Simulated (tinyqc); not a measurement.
From results back to parameters: conductance of a narrow metal strip with scatterers (square lattice, Green functions). Three cases, with inputs chosen for the exercise.

Problem. Boundaries with reflection R, a distance dg apart, add incoherently to the scattering in a one-dimensional channel: rho/rho0 = 1 + (lam/dg) R/(1 - R). The ratio comes from a hidden R.

Find: R; effective mean free path lam rho0/rho.

Method. y = (rho/rho0 - 1) dg/lam = R/(1 - R), so R = y/(1 + y).

Case 1.

Values chosen (out of a larger set: hopping and spacing of the size met in Cu or Al; the lattice is a model; not measured data): lam = 22 nm (bulk mean free path); dg = 16 nm (distance between boundaries).

rho/rho0 = 2.12500

Solution.

R = 0.450
effective mean free path lam rho0/rho = 10.35 nm

Case 2.

Values chosen (out of a larger set: hopping and spacing of the size met in Cu or Al; the lattice is a model; not measured data): lam = 38 nm (bulk mean free path); dg = 32 nm (distance between boundaries).

rho/rho0 = 1.55882

Solution.

R = 0.320
effective mean free path lam rho0/rho = 24.38 nm

Case 3.

Values chosen (out of a larger set: hopping and spacing of the size met in Cu or Al; the lattice is a model; not measured data): lam = 19 nm (bulk mean free path); dg = 52 nm (distance between boundaries).

rho/rho0 = 1.22395

Solution.

R = 0.380
effective mean free path lam rho0/rho = 15.52 nm

Computed by tinyqc, one run a case: `OMP_NUM_THREADS=1 python tinyqc.py N N+1 out.jsonl` with N = 1452556, 1452575, 1452576; one thread of a shared Intel(R) Xeon(R) Processor @ 2.30GHz, about 0.01 s a run at most.
